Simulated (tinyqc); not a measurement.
Gated two-dimensional channel with two bands, quantum capacitance: effect of the temperature.

phi is the Fermi level above the lowest band edge, in volts; Vg is counted from the gate voltage at which an empty channel would have phi = 0. The channel has no thickness; trap charge is -q Dit phi.

D1 = gv md m0 q/(pi hbar^2), D2 = g2 m2 m0 q/(pi hbar^2) per eV; n1 = D1 Vt ln(1 + exp(phi/Vt)), n2 = D2 Vt ln(1 + exp((phi - E2)/Vt)), n = n1 + n2; Cq = q dn/dphi = q [D1/(1 + exp(-phi/Vt)) + D2/(1 + exp((E2 - phi)/Vt))]. Cox = eps0 eox/tox; Vg = phi + q (n + Dit phi)/Cox. 1/C_G = 1/Cox + 1/(Cq + q Dit); dphi/dVg = Cox/(Cox + Cq + q Dit).

Parameters, values chosen for the exercise; lowest band close to that of a thin silicon body: relative permittivity of the gate insulator (close to aluminium oxide) eox = 8.73; insulator thickness tox = 9.6 nm; in-plane mass md = 0.199 m0; valley degeneracy gv = 2; in-plane mass of a second band, chosen freely m2 = 0.32 m0; valley degeneracy of that band, chosen freely g2 = 4; second band edge above the first E2 = 0.21 eV; density of traps Dit = 0 cm^-2 eV^-1; gate voltage Vg = 0.81 V.

Constants: q = 1.602176634e-19 C, kB = 1.380649e-23 J/K, hbar = 1.054571817e-34 J s, m0 = 9.1093837015e-31 kg, Vt = kB T/q, eps0 = 8.8541878128e-14 F/cm where lengths are in cm. Results are converted to the units shown.

The same in every row: Cox (uF/cm^2) = 0.80518.

Effect of the temperature:

| T (K) | phi (V) | n (cm^-2) | Cq (uF/cm^2) | C_G (uF/cm^2) | dphi/dVg | share of the second band (%) |
|---|---|---|---|---|---|---|
| 50 | 0.023749 | 3.9513e12 | 26.530 | 0.78146 | 0.029456 | 9.8272e-18 |
| 77 | 0.023584 | 3.9522e12 | 25.897 | 0.78090 | 0.030154 | 5.6482e-11 |
| 120 | 0.022707 | 3.9566e12 | 23.970 | 0.77901 | 0.032499 | 1.9027e-6 |
| 200 | 0.018958 | 3.9754e12 | 19.986 | 0.77400 | 0.038726 | 0.0035570 |
| 300 | 0.011179 | 4.0145e12 | 16.193 | 0.76704 | 0.047367 | 0.15733 |
| 400 | 6.3284e-4 | 4.0675e12 | 13.638 | 0.76029 | 0.055749 | 1.0418 |
| 500 | -0.012490 | 4.1334e12 | 11.889 | 0.75411 | 0.063429 | 3.1791 |

As T goes from 50 to 500, Cq falls from 26.5 to 11.9 uF/cm^2, C_G/Cox falls from 0.971 to 0.937 and n rises from 3.95e12 to 4.13e12 cm^-2. Cq exceeds Cox in every row, so the insulator is the tighter limit, though Cq still cuts C_G by up to 6.3 %.

Program tinyqc, `OMP_NUM_THREADS=1 python tinyqc.py 2200015 2200016 out.jsonl`; Intel Xeon 2.30GHz, shared host, one thread, about 0.01 s.
